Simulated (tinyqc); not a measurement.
Worked calculation: Hubbard ring of 6 sites. Computed by tinyqc, a small Python program that keeps every step. Settings: hopping = 1.76, U = 9.0, mixing = 0.2, iteration cap = 58. Command: `OMP_NUM_THREADS=1 python tinyqc.py 21261 21262 out.jsonl` (the two numbers bound the seeds that draw the settings). One thread of a shared host (Intel(R) Xeon(R) Processor @ 2.60GHz), about 0.3 s of CPU time with the checks.

one-body matrix (hopping and site energies) (eV):
```
           1          2          3          4          5          6
1   0.000000  -1.760000   0.000000   0.000000   0.000000  -1.760000
2  -1.760000   0.000000  -1.760000   0.000000   0.000000   0.000000
3   0.000000  -1.760000   0.000000  -1.760000   0.000000   0.000000
4   0.000000   0.000000  -1.760000   0.000000  -1.760000   0.000000
5   0.000000   0.000000   0.000000  -1.760000   0.000000  -1.760000
6  -1.760000   0.000000   0.000000   0.000000  -1.760000   0.000000
```

U = 9.000000 eV

electrons, up and down: 3  3

n(up) at the start (a guess, not normalised): 1 0.950000, 2 0.050000, 3 0.950000, 4 0.050000, 5 0.950000, 6 0.050000

n(down) at the start (a guess): 1 0.050000, 2 0.950000, 3 0.050000, 4 0.950000, 5 0.050000, 6 0.950000

Each step fills the lowest levels of T + U n(other spin) and sets n(new) = n + mixing (n(out) - n); stop when output and input agree to 1e-8.

Course of the cycle:
```
iteration       E (eV)  largest |n(out) - n(in)|  mean |n_up - n_down|
1          -3.97883506                  1.85e-02              0.863017
2          -3.98040386                  1.56e-02              0.861314
3          -3.98154534                  1.32e-02              0.859850
4          -3.98237531                  1.12e-02              0.858594
5          -3.98297842                  9.52e-03              0.857517
6          -3.98341647                  8.08e-03              0.856595
7          -3.98373451                  6.86e-03              0.855806
8          -3.98396535                  5.82e-03              0.855132
9          -3.98413284                  4.95e-03              0.854555
10         -3.98425435                  4.20e-03              0.854063
11         -3.98434247                  3.57e-03              0.853644
...                ...                       ...                   ...
48         -3.98457482                  9.13e-06              0.851228
49         -3.98457482                  7.77e-06              0.851227
50         -3.98457482                  6.62e-06              0.851227
51         -3.98457482                  5.63e-06              0.851226
52         -3.98457482                  4.79e-06              0.851225
53         -3.98457482                  4.08e-06              0.851225
54         -3.98457482                  3.47e-06              0.851224
55         -3.98457482                  2.96e-06              0.851224
56         -3.98457482                  2.52e-06              0.851224
57         -3.98457482                  2.14e-06              0.851223
58         -3.98457482                  1.82e-06              0.851223
```

Can the last value be used, and what does the course show?

Not by the stop rule, although the second column moves by less than 1e-07 over the last three steps. Not converged within 58 iterations: the residual falls steadily but slowly, by a factor of about 0.85 a step. The lowest mean-field energy found from random starts is -3.98457 eV. Reruns (cap 100 unless said): mixing 0.5: converged in 32 (E = -3.98457); mixing 0.9: converged in 14 (E = -3.98457); the original settings with a cap of 400: converged in 91 (E = -3.98457).
